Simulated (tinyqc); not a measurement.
Resistance of a source-drain extension with a graded tip: two steps of the calculation.

y runs along the channel, the gate covers y > 0. The doping is N0 for y < y0 and N0 10^(-(y - y0)/la) beyond, uniform over the depth xj. Sheet conductance s(y) = q mu(N) max(N - Nch, 0) xj + (for y > 0) ma Cox Vo, with mu(N) = u0 + (u1 - u0)/(1 + (N/Nr)^au) and Cox = eps0 eox/tox. Current is taken as one-dimensional; depletion of the tip, spreading and the contact are left out. The metallurgical junction lies at yj, where N = Nch.

Parameters, values chosen for the exercise; mobility law close to that of holes in silicon: relative permittivity of the gate insulator (close to aluminium oxide) eox = 9.1; insulator thickness tox = 4 nm; active doping of the extension far from the gate N0 = 5e19 cm^-3; lateral abruptness la = 2.1 nm/decade; position under the gate where the fall begins (gate edge at 0) y0 = 0.9 nm; depth of the extension xj = 13 nm; channel doping Nch = 2.8e18 cm^-3; gate overdrive Vo = 0.33 V; mobility of the gate-induced layer ma = 56 cm^2/(V s); mobility at low doping u1 = 470.5 cm^2/(V s); mobility at high doping u0 = 44.9 cm^2/(V s); reference doping Nr = 2.23e17 cm^-3; exponent au = 0.719; gate length Lg = 50 nm.

Constants: q = 1.602176634e-19 C, eps0 = 8.8541878128e-14 F/cm where lengths are in cm. Results are converted to the units shown.

Question 1. Sheet resistances and junction position. yj = y0 + la log10(N0/Nch); sheet resistance of the full extension 1/[q mu(N0)(N0 - Nch) xj] and of the gate-induced layer 1/(ma Cox Vo); metallurgical length Lg - 2 yj; ye is where the doped and the gate-induced conductances are equal.

Give: yj; sheet resistance of the extension; sheet resistance of the induced layer; metallurgical length; ye; N at ye.

Answer 1.

yj = 3.5288 nm
sheet resistance of the extension = 1904.4 ohm/square
sheet resistance of the induced layer = 26864 ohm/square
metallurgical length = 42.942 nm
ye = 3.0259 nm
N at ye = 4.8600e18 cm^-3

The gate takes over 0.503 nm before the junction, where N is still 1.74 times the channel doping.

Question 2. Resistance of the overlapped part. Midpoint rule on 9 equal steps from 0 to yj: R_ov = sum h/s(y), per width.

Find: y; N; doped conductance; sheet resistance; R_ov.

Answer 2.

```
point,y (nm),N (cm^-3),doped conductance (uS),sheet resistance (ohm/square)
0,0.1960,5.000e19,525.1,1778
1,0.5881,5.000e19,525.1,1778
2,0.9802,4.579e19,483.1,1922
3,1.372,2.979e19,321.2,2790
4,1.764,1.938e19,212.1,4012
5,2.156,1.261e19,137.0,5739
6,2.549,8.202e18,83.88,8257
7,2.941,5.336e18,44.52,1.223e4
8,3.333,3.471e18,13.54,1.970e4
```

R_ov = 22.82 ohm um

tinyqc, about 0.04 s, one thread, Intel Xeon 2.30GHz (shared host): `OMP_NUM_THREADS=1 python tinyqc.py 2282259 2282260 out.jsonl`
